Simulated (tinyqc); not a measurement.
Comparisons within one model: Landau levels of massless Dirac electrons. A value that a table varies takes the place of the one given here.

E_N = sqrt(2N) hv/l for N = 0, 1, 2, ... and the mirror levels below zero; each is fourfold (spin, valley), Zeeman splitting left out; half of level 0 belongs to the electrons.

In a field B along z: l = 1/sqrt((e/hbar) B) is the magnetic length, n_B = B/(h/e) the number of states per area in one level, hbar wc = 2 muB B/m for mass m in m0; 1/angstrom^2 = 1e16/cm^2.

Level 0 takes 2 n_B electrons and each higher level 4 n_B. At zero temperature and without broadening EF sits in the partly filled level.

Constants: e/hbar = 1.519267448e-05 1/(T angstrom^2); h/e = 413566.7697 T angstrom^2; muB = 5.788381798e-05 eV/T.

Parameters, chosen for this exercise (near those of graphene; not measured data):
```
symbol  value                                                   unit         meaning
hv      6.54                                                    eV angstrom  hbar v
Bs      (1, 2, 3, 5, 7, 10, 14)                                 T            fields
n       8.1                                                     x 1e11/cm^2  electron sheet density
Bo      (1.54, 1.75, 2.01, 2.37, 2.88, 3.67, 5.06, 8.15, 20.9)  T            fields
B       2.6                                                     T            magnetic field
```

## The fan of levels

The four lowest levels against B, with their labels in order.

Levels (meV):
```
B (T)  first  second   third  fourth    order
1.00    0.00   36.05   50.98   62.44  0 1 2 3
2.00    0.00   50.98   72.10   88.31  0 1 2 3
3.00    0.00   62.44   88.31  108.15  0 1 2 3
5.00    0.00   80.61  114.00  139.62  0 1 2 3
7.00    0.00   95.38  134.89  165.20  0 1 2 3
10.0    0.00  114.00  161.22  197.46  0 1 2 3
14.0    0.00  134.89  190.76  233.63  0 1 2 3
```

The fourth level grows as B^0.50 over the first two rows and B^0.50 over the last two (1 for a parabolic band without a fixed offset such as a valley splitting, 1/2 for massless Dirac electrons). The order of the levels does not change. Level 0 stays at zero, and the others stand as sqrt(N).

## Oscillation of the Fermi level

Fixed density, zero temperature, no broadening. At B = 0, EF = hv sqrt(pi n).

Filling:
```
B (T)     nu  partly filled level  EF (meV)  filled share
1.54   21.75                    5    100.04          0.94
1.75   19.14                    5    106.64          0.29
2.01   16.67                    4    102.22          0.67
2.37   14.13                    4    111.00          0.03
2.88   11.63                    3    105.97          0.41
3.67    9.13                    2     97.67          0.78
5.06    6.62                    2    114.68          0.16
8.15    4.11                    1    102.92          0.53
20.9    1.60                    0      0.00          0.80
```

EF at B = 0 = 104.33 meV

EF runs between 0.0 and 114.7 meV around its zero-field value of 104.3 meV. It follows a level while that level empties and falls to the next one down when nu passes a filled shell; the partly filled level changes 5 times in this table.

## What each parameter does

The second and third levels from below, nu = n/n_B, and EF. Each row changes one parameter from the base and keeps the others.

Results:
```
case                   second level (meV)  third level (meV)     nu  EF (meV)
base                                58.13              82.21  12.88    100.68
B = 3.12 T                          63.68              90.05  10.74    110.29
hv = 7.85 eV angstrom               69.77              98.67  12.88    120.85
n = 9.72 x 1e11/cm^2                58.13              82.21  15.46    116.26
```

The largest shifts from the base row, up to three for each result and ties (the steps differ in size, so this ranks the rows, not the parameters). second level (meV): hv +11.64, B +5.55; unchanged at the printed digits by n. third level (meV): hv +16.47, B +7.85; unchanged at the printed digits by n. nu: n +2.58, B -2.15; unchanged at the printed digits by hv. EF (meV): hv +20.17, n +15.58, B +9.61.

tinyqc: `OMP_NUM_THREADS=1 python tinyqc.py 1251457 1251458 out.jsonl`; about 0.01 s, one thread, shared Intel(R) Xeon(R) Processor @ 2.30GHz.
